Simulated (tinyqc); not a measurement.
A log to judge: Frenkel-Kontorova chain: a misfit dislocation (kink) in a monolayer on a periodic substrate. Computed by tinyqc. Command: `OMP_NUM_THREADS=1 python tinyqc.py 3011340 3011341 out.jsonl fkchain walk`. One thread of a shared host (Intel(R) Xeon(R) Processor @ 2.30GHz), about 0.03 s of CPU time with the checks.

E = sum_j [(k/2)(x_(j+1) - x_j - b)^2 + (W/2)(1 - cos(2 pi x_j/a))], x_j = a (j + u_j). A kink takes u from 0 to 1: the chain is stretched by one period and has one atom fewer than wells.

Inputs (values chosen for the exercise, for a model overlayer):
```
quantity              value           unit
spring constant k      4.81  eV/angstrom^2
substrate period a     3.24       angstrom
corrugation W          2.73             eV
misfit f = (b - a)/a   0.36              -
atoms on each side n     10              -
atomic mass M          37.5              u
```

Relaxation: steepest descent, 60 steps.

Constants: nu for 1 eV/(angstrom^2 u) = 15.6333042 THz.

Method:
- l0 = sqrt(k a^2/(2 W)); kink u(j) = (2/pi) arctan exp(pi j/l0); kink energy at f = 0: E0 = (4/pi) W l0; with misfit E0 - k a^2 f; kinks become favourable at f_c = 2/(pi l0), and a coherent chain with free ends loses stability at f_m = 1/l0. Lowest vibration of the flat chain: nu0 = 15.6333042 THz x sqrt(2 pi^2 W/(a^2 M)).
- Discrete chain at f = 0, ends held at u = 0 and 1: E = (k a^2/2) sum (u_(j+1) - u_j)^2 + (W/2) sum (1 - cos 2 pi u_j), gradient g_j = k a^2 (2 u_j - u_(j-1) - u_(j+1)) + pi W sin(2 pi u_j), Hessian 2 k a^2 + 2 pi^2 W cos(2 pi u_j) on the diagonal and -k a^2 beside it.
- Start as above (continuum shape at j + 1/2, j = -n..n-1, l0 = sqrt(k a^2/(2 W))). u(new) = u - g/(4 k a^2 + 2 pi^2 W), 60 steps at most; stop when the largest gradient is below 1e-9 eV.

Course:
```
step   E (eV)  largest gradient (eV)
1     10.4102            1.82411e+00
2     10.3899            9.68264e-01
3     10.3829            5.70172e-01
4     10.3800            3.59437e-01
5     10.3786            2.37551e-01
6     10.3778            1.62379e-01
...       ...                    ...
55    10.3769            5.85981e-07
56    10.3769            4.59605e-07
57    10.3769            3.60535e-07
58    10.3769            2.82858e-07
59    10.3769            2.21945e-07
60    10.3769            1.74170e-07
```

Can the last value be used, and what does the course show?

No. Not converged: the gradient falls by only a factor 0.785 a step. The step is set by the stiffest mode, while the error sits in soft ones. Reruns converge with relaxation = Newton steps.
